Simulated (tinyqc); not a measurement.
Changing the strip width w: square-lattice Ising model by mean field, Bethe lattice, transfer matrix, exact enumeration and Monte Carlo steps. Computed by tinyqc, a small Python program. Command: `OMP_NUM_THREADS=1 python tinyqc.py 3007949 3007950 out.jsonl ising sweep`. One thread of a shared host (Intel(R) Xeon(R) Processor @ 2.30GHz), about 0.05 s of CPU time with the checks.

H = -J sum over nearest pairs s_i s_j, s = +-1, no field, periodic boundaries; energies per site are in J. As a lattice gas or an alloy, s marks which species holds the site.

Inputs (values chosen for the exercise, for a model lattice): coupling J = 46.4 meV; temperature T = 1290 K.

Constants: k_B = 8.617333262e-05 eV/K.

Method:
- K = J/(k_B T). Onsager: k_B T_c/J = 2/ln(1 + sqrt 2); mean field: 4; Bethe lattice with z = 4: 2/ln 2.
- Strip of w sites, periodic across (for w = 2 the pair is joined by two bonds): T(s, s') = exp(K [sum_i s_i s'_i + (r(s) + r(s'))/2]), r(s) = sum_i s_i s_(i+1).
- With the eigenvalues l1 > l2: -f/(k_B T) = ln(l1)/w per site; xi = 1/ln(l1/l2) rows.

One run for each value:

| strip width w | -f/(k_B T) | correlation length xi |
|---|---|---|
| 2 | 0.97285 | 2.0630 |
| 3 | 0.92928 | 3.0562 |
| 4 | 0.91510 | 3.9412 |
| 5 | 0.90892 | 4.7115 |
| 6 | 0.90570 | 5.3844 |
| 7 | 0.90381 | 5.9755 |
| 8 | 0.90262 | 6.4964 |

Describe and explain the trends.

Over the rows, -f/(k_B T) falls from 0.973 to 0.903 (exponent d ln y / d ln x -0.11 between the first rows and -0.0099 between the last); correlation length xi rises from 2.06 to 6.50 (exponent d ln y / d ln x 0.97 between the first rows and 0.63 between the last). xi/w goes from 1.03 to 0.812: between the last two widths it falls, the mark of T above T_c. Where xi/w is the same for two widths lies the estimate of T_c.

Extremes, crossings and ranges named in words are read from the listed rows.
